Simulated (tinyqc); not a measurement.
Kronig-Penney superlattice by transfer matrices: one step. In a field along the axis. Two cases, with inputs chosen for the exercise.

Question. One-band picture: ladder spacing e F d, Bloch frequency e F d/(2 pi hbar), and extent W/(e F) of a Stark state, with W the width of band 1; 1 kV/cm = 1e-5 V/angstrom.

Constants: hbar = 6.58211957e-16 eV s.

Give: e F d; Bloch frequency; W/(e F d).

Case 1.

Values chosen (out of a larger set: near those of a non-polar GaN superlattice with barriers of AlN; not measured data): a = 12 angstrom (well width); b = 7 angstrom (barrier width); F = 2 kV/cm (field along the axis).

Minibands:
```
band  bottom (eV)  top (eV)  width (meV)
1        0.415327  0.516192      100.866
2        1.570171  2.122883      552.712
3        2.986697  4.570182     1583.485
```

Answer.

e F d = 0.380 meV
Bloch frequency = 0.092 THz
W/(e F d) = 265.44 periods

The state spreads over about 265 periods.

Case 2.

Values chosen (out of a larger set: near those of a GaAs superlattice with barriers of AlGaAs; not measured data): a = 98 angstrom (well width); b = 29 angstrom (barrier width); F = 10 kV/cm (field along the axis).

Minibands:
```
band  bottom (eV)  top (eV)  width (meV)
1        0.023613  0.034416       10.803
2        0.094060  0.138216       44.156
3        0.209614  0.312282      102.668
```

Answer.

e F d = 12.700 meV
Bloch frequency = 3.071 THz
W/(e F d) = 0.85 periods

The state is confined to about one period: the miniband has broken into a ladder of single-well levels.

Computed by tinyqc, one run a case: `OMP_NUM_THREADS=1 python tinyqc.py N N+1 out.jsonl` with N = 1252068, 1252326; one thread of a shared Intel(R) Xeon(R) Processor @ 2.30GHz, about 0.04 s a run at most.
